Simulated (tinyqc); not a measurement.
Worked calculation: strain-driven roughening and islands of a mismatched epitaxial film. Computed by tinyqc, a small Python program that keeps every step. Command: `OMP_NUM_THREADS=1 python tinyqc.py 3017051 3017052 out.jsonl island walk`. One thread of a shared host (Intel(R) Xeon(R) Processor @ 2.30GHz), about 0.01 s of CPU time with the checks. Intermediate numbers are printed to about 7 digits and carried at full precision; extremes and crossings named in words are read from the listed rows.

Film and substrate share isotropic elastic constants; the film is coherent and biaxially strained.

Inputs (values chosen for the exercise, modelled on Si(0.5)Ge(0.5) on Si):
```
quantity                                      value       unit
misfit |f|                                   0.0204          -
shear modulus G                                55.2        GPa
Poisson ratio nu                               0.23          -
surface energy gamma                           1.12      J/m^2
contact angle of the shallow shape theta_1     13.5    degrees
contact angle of the steep shape theta_2       24.4    degrees
facet energy of shape 1 over gamma            1.006          -
facet energy of shape 2 over gamma            1.057          -
wetting energy gamma_s - gamma                 0.22      J/m^2
decay length of wetting delta                  0.34         nm
surface mobility D_s nu_s Omega^2/(k_B T)   2.9e-34  m^6/(J s)
initial ripple amplitude A0                    0.16         nm
ripple wavelength over the critical one           4          -
island volume V                                  59       nm^3
```

Transport: surface diffusion.

Constants: e = 1.602176634e-19 C.

## Elastic energy of the flat film

M = 2 G (1 + nu)/(1 - nu); stress = M f; energy density w = M f^2.

biaxial modulus M = 176.3532 GPa

stress = 3.597606 GPa

energy density w = 73.39117 MJ/m^3

## Asaro-Tiller-Grinfeld instability

A ripple A cos(k x) has the surface chemical potential per volume [gamma k^2 - 2 (1 + nu) w k] A cos(k x), so k_c = 2 (1 + nu) w/gamma. With surface diffusion the amplitude grows at the rate q = B k^2 [2 (1 + nu) w k - gamma k^2], fastest at k_m = (3/4) k_c. B is the surface mobility.

k_c = 0.1611985 1/nm

critical wavelength = 38.97795 nm

fastest wavelength = 51.97060 nm

growth time 1/q at k_m = 43.23313 s

A ripple of A0 needs about 120 s to reach a twentieth of its wavelength.

## A ripple of given wavelength

A ripple A cos(k x) has the surface chemical potential per volume [gamma k^2 - 2 (1 + nu) w k] A cos(k x), so k_c = 2 (1 + nu) w/gamma. With surface diffusion the amplitude grows at the rate q = B k^2 [2 (1 + nu) w k - gamma k^2], fastest at k_m = (3/4) k_c. B is the surface mobility. Stress at the trough = stress x (1 + 2 k A).

k = 0.04029961 1/nm

rate q = 0.002570046 1/s

q over the largest rate = 0.1111111

stress concentration at A0 = 1.012896

The ripple grows.

## Wetting layer

The surface energy depends on thickness as gamma + (gamma_s - gamma) exp(-h/delta). Its curvature adds W2 = (gamma_s - gamma) exp(-h/delta)/delta^2 to the restoring terms; the flat film is stable while W2 > (1 + nu)^2 w^2/gamma, which gives h_c = delta ln[(gamma_s - gamma) gamma/(delta^2 (1 + nu)^2 w^2)], or 0 if negative.

wetting-layer thickness h_c = 1.892676 nm

Layer-by-layer growth up to h_c, then roughening: the Stranski-Krastanov mode.

## Island nucleation

Shallow faceted island (Tersoff form): E = 4 Gam V^(2/3) tan^(1/3)(theta) - 6 c V tan(theta), Gam = gamma [x/sin(theta) - 1/tan(theta)], x the facet energy over gamma, c = stress^2 (1 - nu)/(2 pi G). The barrier is the maximum of E, at V_c = [4 Gam/(9 c)]^3 / tan^2(theta) (1 GPa nm = 1 J/m^2).

c = 0.02873419 GPa

Gam of shape 1 = 0.1613469 J/m^2

critical volume, shape 1 = 269.6683 nm^3

barrier, shape 1 = 34.83321 eV

Gam of shape 2 = 0.3966898 J/m^2

critical volume, shape 2 = 1122.597 nm^3

barrier, shape 2 = 273.9845 eV

The shallow shape has the lower barrier. Each barrier is a third of the surface term at V_c and scales as Gam^3/c^2, that is as f^(-4).

## Which shape at the volume V

The two energies cross at V_x^(1/3) = 4 [Gam_2 t2^(1/3) - Gam_1 t1^(1/3)]/(6 c (t2 - t1)), t = tan(theta); mu = dE/dV.

E of shape 1 = 22.70068 eV

E of shape 2 = 86.52800 eV

crossing volume V_x = 10972.22 nm^3

jump of mu at V_x, shape 2 less shape 1 = -12.27188 MJ/m^3

At V the shallow shape is lower, though both lie above the flat film. At V_x the chemical potential drops, so islands that have turned steep grow at the cost of the shallow ones.

## Scaling with the misfit

A ripple A cos(k x) has the surface chemical potential per volume [gamma k^2 - 2 (1 + nu) w k] A cos(k x), so k_c = 2 (1 + nu) w/gamma. With surface diffusion the amplitude grows at the rate q = B k^2 [2 (1 + nu) w k - gamma k^2], fastest at k_m = (3/4) k_c. V_c = [4 Gam/(9 c)]^3/tan^2(theta), barrier = (4/3) Gam V_c^(2/3) tan^(1/3)(theta); the growth time is 1/q at k_m.

Misfit scaled at fixed constants:
```
|f| (%)  fastest wavelength (nm)  growth time (s)  V_c of shape 1 (nm^3)  barrier of shape 1 (eV)
0.510                   831.5296     2.833326e+06           1.104561e+06             8.917302e+03
0.714                   424.2498     1.919872e+05           1.466971e+05             2.321247e+03
1.020                   207.8824     1.106768e+04           1.725877e+04             5.573314e+02
1.428                   106.0624     7.499501e+02           2.292143e+03             1.450779e+02
2.040                    51.9706     4.323313e+01           2.696683e+02             3.483321e+01
2.856                    26.5156     2.929492e+00           3.581473e+01             9.067370e+00
```

Halving the misfit stretches the wavelength 4 times, the barrier 16 times, the volume 64 times and the time 256 times: f^(-2), f^(-4), f^(-6), f^(-8). Over these rows the time spans 6.0 decades: strongly mismatched films tend to roughen first, while dilute alloys have time to stay flat. Rows with wavelengths under 10 nm or volumes under 5 nm^3 are beyond the continuum picture.

Checks made by the program: k_m against a numerical maximum of the rate (relative difference 5e-10).
